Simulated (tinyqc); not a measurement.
Tunnelling through a gate dielectric, WKB transmission and Tsu-Esaki current: one step of the calculation.

Electrons leave the emitter at x = 0. Energies E (motion across the layers) are in eV from the emitter Fermi level; the collector Fermi level lies at -V and offers states at every E. No charge in the dielectric and no image force: F1 = V/t1, U = phi1 - F1 x. With C = hbar^2/(2 m0), kappa = sqrt(m (U - E)/C) where U > E and 0 elsewhere; T(E) = exp(-S), S = 2 times the integral of kappa over x.

Question. Current density on a coarse energy grid. Each layer adds (2/F) sqrt(m/C) [G(u at its left edge) - G(u at its right edge)] to S, with u = U - E (0 where negative) and G(u) = (2/3) u^1.5. The slope follows from 1/d = -dS/dE.

J = J0 times the integral of T(E) N(E) dE, N = ln[(1 + exp(-E/Vt))/(1 + exp((-E - V)/Vt))], J0 = q^2 me m0 kB T/(2 pi^2 hbar^3) (times 1e-4 for A/cm^2 per eV), by Simpson's rule on nE equally spaced points from Ea to Eb.

Parameters, values chosen for the exercise; dielectric values close to those of silicon dioxide: temperature T = 200 K; Fermi energy of the emitter above its band bottom Ef = 4.4 eV; emitter mass in the supply function me = 1 m0; barrier of layer 1 above the emitter Fermi level at zero bias phi1 = 3.08 eV; tunnelling mass of layer 1 m1 = 0.49 m0; thickness of layer 1 t1 = 1.7 nm; voltage across the dielectric V = 1.5 V; lower end of the energy grid Ea = -1.7 eV; upper end of the energy grid Eb = 0.17 eV; points of the energy grid nE = 11.

Constants: q = 1.602176634e-19 C, kB = 1.380649e-23 J/K, hbar = 1.054571817e-34 J s, m0 = 9.1093837015e-31 kg, Vt = kB T/q, hbar^2/(2 m0) = 0.0380998212 eV nm^2. Results are converted to the units shown.

Wanted: E; T(E); N; T(E) N; J0; J.

Answer.

| point | E (eV) | T(E) | N | T(E) N |
|---|---|---|---|---|
| 0 | -1.700 | 2.426e-11 | 87.03 | 2.112e-9 |
| 1 | -1.513 | 4.322e-11 | 86.65 | 3.745e-9 |
| 2 | -1.326 | 7.811e-11 | 76.94 | 6.010e-9 |
| 3 | -1.139 | 1.434e-10 | 66.09 | 9.477e-9 |
| 4 | -0.952 | 2.678e-10 | 55.24 | 1.479e-8 |
| 5 | -0.765 | 5.094e-10 | 44.39 | 2.261e-8 |
| 6 | -0.578 | 9.889e-10 | 33.54 | 3.317e-8 |
| 7 | -0.391 | 1.964e-9 | 22.69 | 4.455e-8 |
| 8 | -0.204 | 3.997e-9 | 11.84 | 4.731e-8 |
| 9 | -0.017 | 8.369e-9 | 1.303 | 1.091e-8 |
| 10 | 0.170 | 1.809e-8 | 5.202e-5 | 9.409e-13 |

J0 = 2.789e8 A/(cm^2 eV)
J = 9.906 A/cm^2

The integrand peaks at E = -0.204 eV among these points.

Numbers from tinyqc (`OMP_NUM_THREADS=1 python tinyqc.py 2540079 2540080 out.jsonl`; about 0.02 s on one thread of a shared Intel Xeon 2.30GHz).
